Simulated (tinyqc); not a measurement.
Hot electrons in a saturated n-channel MOSFET, lucky-electron model: effect of the resistance of the lightly doped drain.

Beyond pinch-off the lateral field grows as Esat cosh(y/l) over the velocity-saturated region (pseudo-two-dimensional model). Impact ionisation in this region gives the substrate current, which biases the body forward through Rsub. Currents are per width. Local-field laws: they overstate ionisation when the field peak is narrower than an energy relaxation length.

Cox = 3.9 eps0/tox, l = sqrt(3 tox xj), Esat = 2 vs/mu. Overdrive g = Vg - VT + kb Vb; Vdsat = g Esat L/(g + Esat L); Id = Cox vs (g - Vdsat); dV = Vd - Id Rd - Vdsat; Em = sqrt((dV/l)^2 + Esat^2); Isub = Id (Ai/Bi) l Em exp(-Bi/Em). Vb = Rsub Isub is solved self-consistently. Lifetime tau = (Hl/Id)(Isub/Id)^(-m); 1 year = 3.15576e7 s.

Parameters, values chosen for the exercise; values close to those of silicon n-channel devices:
```
symbol,value,unit,meaning
L,0.18,um,channel length
tox,4,nm,oxide thickness
xj,74,nm,junction depth
VT,0.71,V,threshold
mu,300,cm^2/(V s),effective mobility
vs,9.7e6,cm/s,saturation velocity
Ai,2e6,1/cm,ionisation prefactor
Bi,1.79,MV/cm,ionisation field
Rsub,4700,ohm um,substrate resistance
kb,0.29,,fall of VT per volt of forward body bias
m,3,,lifetime exponent
Hl,4900,s uA/um,lifetime constant
Vd,1.6,V,drain voltage
Vg,1.1,V,gate voltage
```

Constants: eps0 = 8.8541878128e-14 F/cm where lengths are in cm. Results are converted to the units shown.

Results:
```
Rd (ohm um)  Id (uA/um)  Em (MV/cm)  Isub (uA/um)   Isub/Id  tau (years)
0                83.043     0.44309        2.1562  0.025965      0.10681
300              82.944     0.43488        1.9585  0.023613      0.14219
500              82.881     0.42942        1.8339  0.022127      0.17293
800              82.792     0.42124        1.6573  0.020018      0.23380
1200             82.683     0.41036        1.4406  0.017423      0.35505
1600             82.584     0.39950        1.2443  0.015067      0.54973
```

Estimate the missing row, Rd = 150 ohm um.

Computed row:
```
Rd (ohm um)  Id (uA/um)  Em (MV/cm)  Isub (uA/um)   Isub/Id  tau (years)
150              82.993     0.43898        2.0558  0.024770      0.12310
```

With this row back in the table: As Rd goes from 0 to 1600 ohm um, Em falls from 0.443 to 0.400 MV/cm, Isub falls from 2.16 to 1.24 uA/um and tau rises from 0.107 to 0.550 years. From the first row to the last, log10(tau) changes by 0.71: 0.71 from (Isub/Id)^(-m), which holds Em and l, and under 0.005 from 1/Id. The price is 0.132 V dropped over Rd in the last row.

Program tinyqc, `OMP_NUM_THREADS=1 python tinyqc.py 2550081 2550082 out.jsonl`; Intel Xeon 2.30GHz, shared host, one thread, about 0.01 s.
